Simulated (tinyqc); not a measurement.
# Changing the particle radius R

Model: a particle near a wafer in liquid: double-layer and van der Waals forces (DLVO), deposition barrier and removal. Computed by tinyqc, a small Python program. Command: `OMP_NUM_THREADS=1 python tinyqc.py 3110126 3110127 out.jsonl dlvo sweep`. One thread of a shared host (Intel(R) Xeon(R) Processor @ 2.30GHz), about 0.01 s of CPU time with the checks.

Sphere and flat wall, Derjaguin approximation, constant potentials in the linear-superposition form, no retardation and no hydration force.

Inputs (values chosen for the exercise, of the order of those for alumina on silica in water):
```
quantity                             value   unit
Hamaker constant A                 1.1e-20      J
potential of the particle psi_1        -43     mV
potential of the wafer psi_2           -48     mV
salt concentration c                0.0037  mol/L
valence z of the symmetric salt          1      -
temperature T                          293      K
dielectric constant of the liquid     80.2      -
contact distance h0                    0.4     nm
contact radius over R                 0.13      -
viscosity                              0.5  mPa s
```

Constants: e = 1.602176634e-19 C; N_A = 6.02214076e+23 1/mol; eps_0 = 8.8541878128e-12 F/m; k_B = 1.380649e-23 J/K; k_B = 8.617333262e-05 eV/K.

Method. kappa^2 = 2 z^2 e^2 N_A (1000 c)/(eps eps_0 k_B T); gamma_i = tanh(z e psi_i/(4 k_B T)); Z = 64 pi eps eps_0 (k_B T/(z e))^2 gamma_1 gamma_2. Adhesion F_a = A R/(6 h0^2) [1 + a^2/(R h0)] - kappa Z R exp(-kappa h0), a the contact radius. Drag in a shear flow F_d = 1.7 x 6 pi mu R^2 G, acting at 1.4 R; rolling starts when 1.4 R F_d = a F_a. Wall shear stress = mu G.

One run for each value:
```
particle radius R (nm)  wall shear stress for rolling (Pa)  net adhesion F_a (pN)    kappa R
5                                                     6316              5.449e+01  9.978e-01
11                                                    3636              1.518e+02  2.195e+00
22                                                    2519              4.208e+02  4.390e+00
47                                                    1926              1.468e+03  9.379e+00
100                                                   1649              5.689e+03  1.996e+01
210                                                   1520              2.313e+04  4.191e+01
450                                                   1457              1.018e+05  8.980e+01
950                                                   1429              4.450e+05  1.896e+02
2000                                                  1415              1.953e+06  3.991e+02
```

What does the table show, and why?

Over the rows, wall shear stress for rolling (Pa) falls from 6320 to 1420 (exponent d ln y / d ln x -0.70 between the first rows and -0.013 between the last); net adhesion F_a (pN) rises from 54.5 to 1.95e6 (exponent d ln y / d ln x 1.3 between the first rows and 2.0 between the last); kappa R rises from 0.998 to 399 (exponent d ln y / d ln x about 1.0 throughout). At the high end the exponent of wall shear stress for rolling is -0.01, close to 0: the flattened contact adds adhesion as R^2. The smallest particle needs 4.46 times the shear stress of the largest.

Caution (rows 5.00, 11.0): kappa R is not large, so the Derjaguin approximation is only rough at gaps of the order of the Debye length.

Extremes, crossings and ranges named in words are read from the listed rows.
